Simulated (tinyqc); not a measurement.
Inside a calculation. Method: coupled-perturbed Hartree-Fock on RHF in the 6-311g basis, for H2, spin multiplicity 1. The polarisability along this axis is zero because the basis has no function that the field can mix in; the real value is not. One step of it, computed by the program tinyqc.

Task: Iteration 1: diagonalisation and new density. Diagonalise F' = X^T F X, C = X C', fill 1 alpha and 1 beta electrons from the bottom; D = 2 C_occ C_occ^T. Each column has its largest component positive (the first on a tie).

Fock matrix F (hartree), lower triangle:
```
           1H 1s      1H 2s      1H 3s      2H 1s      2H 2s      2H 3s
1H 1s   0.737216
1H 2s  -0.317864  -0.226384
1H 3s  -0.391869  -0.297846  -0.199635
2H 1s  -0.338063  -0.384441  -0.344893   0.737216
2H 2s  -0.384441  -0.386510  -0.325052  -0.317864  -0.226384
2H 3s  -0.344893  -0.325052  -0.229788  -0.391869  -0.297846  -0.199635
```

X:
```
               1          2          3          4          5         6
1H 1s   0.664606  -0.933600  -0.703341   0.638439   0.518680  0.155086
1H 2s  -1.895361   1.484136   0.776126   0.107823   0.340017  0.238743
1H 3s   2.399542  -0.855770   0.807855  -0.509509   0.124914  0.244853
2H 1s  -0.664606  -0.933600   0.703341   0.638439  -0.518680  0.155086
2H 2s   1.895361   1.484136  -0.776126   0.107823  -0.340017  0.238743
2H 3s  -2.399542  -0.855770  -0.807855  -0.509509  -0.124914  0.244853
```

Give: F' = X^T F X; orbital energies; coefficients C; D after iteration 1.

Result:

F' = X^T F X (hartree), lower triangle:
```
        1       2       3       4      5       6
1   1.318
2   0.000   2.069
3  -0.987   0.000   1.326
4   0.000  -1.075   0.000   0.990
5   0.359   0.000  -0.683   0.000  0.656
6   0.000  -0.046   0.000  -0.078  0.000  -0.464
```

orbital energies (hartree): MO1 -0.474, MO2 0.140, MO3 0.337, MO4 0.567, MO5 2.593, MO6 2.732

coefficients C:
```
         MO1     MO2     MO3     MO4     MO5     MO6
1H 1s  0.161   0.102  -0.035  -0.092  -1.089  -1.130
1H 2s  0.334   0.034  -0.839  -1.311   1.609   1.207
1H 3s  0.144   1.521   0.905   1.760  -1.008  -0.461
2H 1s  0.161  -0.102  -0.035   0.092   1.089  -1.130
2H 2s  0.334  -0.034  -0.839   1.311  -1.609   1.207
2H 3s  0.144  -1.521   0.905  -1.760   1.008  -0.461
```

D after iteration 1, lower triangle:
```
       1H 1s  1H 2s  1H 3s  2H 1s  2H 2s  2H 3s
1H 1s  0.052
1H 2s  0.108  0.224
1H 3s  0.046  0.097  0.042
2H 1s  0.052  0.108  0.046  0.052
2H 2s  0.108  0.224  0.097  0.108  0.224
2H 3s  0.046  0.097  0.042  0.046  0.097  0.042
```
